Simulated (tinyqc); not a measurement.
Heavy and light holes: cyclotron masses of warped hole bands.

Parameters, chosen for this exercise (near those of Ge; shifted at random, so the results belong to these values and not to a real crystal): g1 = 13.32 (Luttinger gamma1); g2 = 4.22 (gamma2); g3 = 5.71 (gamma3); ths = (0, 15, 30, 45, 60, 75, 90) degrees (angles).

E = c k^2 f(n) with f = g1 -/+ 2 sqrt(g2^2 + 3 (g3^2 - g2^2)(nx^2 ny^2 + ny^2 nz^2 + nz^2 nx^2)). For the orbit through k = 0 perpendicular to b = (sin(theta)/sqrt2, sin(theta)/sqrt2, cos(theta)), mc is the mean of 1/f over the directions n in that plane (180 evenly spaced angles). Quantum effects of the lowest levels are left out.

Cyclotron masses (m0):
```
theta (degrees),heavy,light
0,0.2852,0.0436
30,0.3482,0.0423
45,0.3845,0.0417
60,0.3888,0.0416
75,0.3849,0.0419
90,0.3836,0.0422
```

Give the missing row, theta (degrees) = 15.

Computed row:
```
theta (degrees)   heavy   light
15               0.3029  0.0432
```

The heavy mass varies by 36 % over the table, with its largest listed value at 60 degrees ([111] lies at 54.7) and its smallest at 0; the light mass varies by 4.9 %. The warping term enters both with the same size, but it is set against a small inverse mass in one and a large one in the other (along [111], g1 - 2 g3 = 1.90 and g1 + 2 g3 = 24.74).

tinyqc: `OMP_NUM_THREADS=1 python tinyqc.py 1252739 1252740 out.jsonl`; about 0.01 s, one thread, shared Intel(R) Xeon(R) Processor @ 2.30GHz.
